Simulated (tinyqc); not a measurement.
# Changing the deep-state density g_d

Model: field-effect mobility of a thin-film transistor with band-tail and deep states (multiple trapping). Computed by tinyqc, a small Python program. Command: `OMP_NUM_THREADS=1 python tinyqc.py 3007964 3007965 out.jsonl tft sweep`. One thread of a shared host (Intel(R) Xeon(R) Processor @ 2.30GHz), about 0.08 s of CPU time with the checks.

A thick film in accumulation at small drain voltage. Only free electrons move; trapped ones still screen the gate. N_c and mu_0 are held fixed when T changes, leaving out the T^(3/2) growth of N_c. x = E_0 - psi is the distance of the Fermi level below the band edge.

Inputs (values chosen for the exercise, modelled on amorphous In2O3):
```
quantity,value,unit
permittivity eps,9,-
effective density of states N_c,3.8e+18,1/cm^3
band mobility mu_0,58,cm^2/(V s)
tail density at the edge g_t,9.6e+19,1/(eV cm^3)
tail width E_t,24,meV
"flat-band Fermi level below the edge, E_0",0.5,eV
equivalent oxide thickness t,18,nm
surface band bending psi_s as a fraction of E_0,0.99,-
temperature T,200,K
```

Deep states: included.

Constants: k_B = 8.617333262e-05 eV/K; e = 1.602176634e-19 C; eps_0 = 8.8541878128e-12 F/m.

Method:
- F_j(eta) = int_0^infinity x^j/(1 + exp(x - eta)) dx, without a gamma-function factor.
- Integrals over x = E/(k_B T) use 160 Gauss-Legendre points in u = sqrt(x) from 0 to sqrt(max(eta, 0) + 32).
- Free n(x) = N_c (2/sqrt(pi)) F_1/2(-x/k_B T), with F_1/2 from its two-term series in exp(-x/k_B T) for x >= 12 k_B T; tail n_t(x) = int_0^1.2eV g_t exp(-E/E_t)/(1 + exp((x - E)/k_B T)) dE, E counted down from the edge, 120 Gauss-Legendre points; deep charge g_d psi; space charge rho(psi) = n + n_t + g_d psi less its value at psi = 0.
- Poisson: F(psi) = sqrt((2 e/(eps eps_0)) int_0^psi rho dpsi'); V_G - V_FB = psi_s + eps F(psi_s) t/3.9; free sheet density N_f = int (n - n(E_0))/F dpsi; induced sheet density N_i = eps eps_0 F(psi_s)/e; trapezoid rule on 301 even points in psi, the first interval left out of N_f.
- mu_eff = mu_0 N_f/N_i; field-effect mobility mu_FE = mu_0 e (dN_f/dV_G)/C_ox and swing S = dV_G/dlog10(N_f), by a central difference of +/- 2 mV in psi_s; C_ox = 3.9 eps_0/t.

One run for each value:
```
deep-state density g_d (1/(eV cm^3)),swing S (mV/decade),V_G - V_FB (V),effective mobility mu_eff (cm^2/(V s))
1.00e+15,1133.0,1.3447,18.720
3.00e+15,1126.6,1.3457,18.588
8.80e+15,1111.6,1.3486,18.262
2.60e+16,1077.7,1.3571,17.483
7.70e+16,1008.1,1.3819,15.775
2.30e+17,886.1,1.4524,12.556
6.80e+17,724.5,1.6348,8.100
2.00e+18,577.8,2.0510,4.044
```

Over the rows, swing S (mV/decade) falls from 1130 to 578 (exponent d ln y / d ln x -0.0051 between the first rows and -0.21 between the last); V_G - V_FB (V) rises from 1.34 to 2.05 (exponent d ln y / d ln x 6.8e-4 between the first rows and 0.21 between the last); effective mobility mu_eff (cm^2/(V s)) falls from 18.7 to 4.04 (exponent d ln y / d ln x -0.0065 between the first rows and -0.64 between the last).
